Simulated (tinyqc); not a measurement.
Worked calculation: tight binding, dimerised chain. One step of it, computed by the program tinyqc.

Problem. Bloch Hamiltonian at k. H_AA = +delta, H_BB = -delta, H_AB = -t1 - t2 exp(-i k a).

Parameters chosen for this model:
```
parameter,value,unit
t1,2.440000,"eV, inside the cell"
t2,0.680000,"eV, between cells"
delta,0,"eV, +/- on the two sites"
```

k point k (2 pi / a): 0.430000

Give: H(k) at k.

Solution.

H(k) at k (eV):
```
,A,B
A,0.0000,-1.8247+0.2895i
B,-1.8247-0.2895i,0.0000
```
